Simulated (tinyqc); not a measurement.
Fully depleted semiconductor-on-insulator film with two gates, non-linear Poisson equation by Newton steps: two steps of the calculation.

One dimension across the film, front interface at x = 0, back interface at x = ts. psi is counted from the intrinsic level, n = ni exp(psi/Vt) (source grounded), holes neglected, acceptors ionised. Gates act through Cox = eps0 eox/tox and Cbox = 3.9 eps0/tb with potentials G1 = Vg - (phiM - chi - Vt ln(Nc/ni)) and G2 = Vb - (phiB - chi - Vt ln(Nc/ni)). Classical Boltzmann densities, no interface charge, no depletion in the back plane.

Parameters, values chosen for the exercise; band and dielectric values close to those of germanium: temperature T = 300 K; relative permittivity of the gate insulator (close to aluminium oxide) eox = 9.16; insulator thickness tox = 2.6 nm; film thickness ts = 6.9 nm; buried-oxide thickness (eps_r 3.9) tb = 95 nm; acceptor density of the film Na = 1e15 cm^-3.

Constants: q = 1.602176634e-19 C, kB = 1.380649e-23 J/K, Vt = kB T/q, eps0 = 8.8541878128e-14 F/cm where lengths are in cm. Results are converted to the units shown.

Task 1. Density, residual and Jacobian diagonal. Nodes 0 to 7, h = ts/7, box widths w = h (h/2 at both ends), a = eps0 eps_r/h. F_i = a (psi_(i+1) - 2 psi_i + psi_(i-1)) - q w_i (n_i + Na); F_0 = a (psi_1 - psi_0) + Cox (G1 - psi_0) - q w_0 (n_0 + Na); F_7 = a (psi_6 - psi_7) + Cbox (G2 - psi_7) - q w_7 (n_7 + Na). Diagonal b_i = -2 a - q w_i n_i/Vt, with -a - Cox and -a - Cbox in place of -2 a at the ends.

psi at the start, node 0 to 7 (V): [0.02, 0.02, 0.02, 0.02, 0.02, 0.02, 0.02, 0.02]
ni = 1.8073963e13 cm^-3
a = 14.372015 uF/cm^2
G1 = 0.85287104 V
G2 = 0.29287104 V

Find: n; residual F; diagonal b.

Result 1.

```
node  n (cm^-3)  residual F (1e-6 C/cm^2)  diagonal b (F/cm^2)
0      3.918e13                     2.598            -1.749e-5
1      3.918e13                     0.000            -2.874e-5
2      3.918e13                     0.000            -2.874e-5
3      3.918e13                     0.000            -2.874e-5
4      3.918e13                     0.000            -2.874e-5
5      3.918e13                     0.000            -2.874e-5
6      3.918e13                     0.000            -2.874e-5
7      3.918e13                     0.010            -1.441e-5
```

Task 2. Electron sheet density, centroid and oxide fields. n_i = ni exp(psi_i/Vt); N_inv = sum w_i n_i with w = ts/7, halved at the ends; centroid sum w n x/N_inv; fields (G1 - psi_0)/tox and (G2 - psi_7)/tb.

converged psi, node 0 to 7 (V): [0.40127136, 0.35795899, 0.33513306, 0.32078022, 0.31129106, 0.30517166, 0.30171198, 0.30057899]
ni = 1.8073963e13 cm^-3
G1 = 0.85287104 V
G2 = 0.29287104 V

Find: n; N_inv; centroid; field in the front oxide; field in the buried oxide.

Result 2.

n, node 0 to 7 (cm^-3): [9.957e19, 1.864e19, 7.710e18, 4.425e18, 3.066e18, 2.419e18, 2.116e18, 2.026e18]
N_inv = 8.790e12 cm^-2
centroid = 1.011 nm
field in the front oxide = 1.737 MV/cm
field in the buried oxide = -8.114e-4 MV/cm

The centroid lies at 0.15 of the film, near the front interface.

Range of the model: In so thin a film or at such density quantum confinement moves the charge away from the interfaces and raises the threshold.

Program tinyqc, `OMP_NUM_THREADS=1 python tinyqc.py 2190077 2190078 out.jsonl`; Intel Xeon 2.30GHz, shared host, one thread, about 0.4 s.
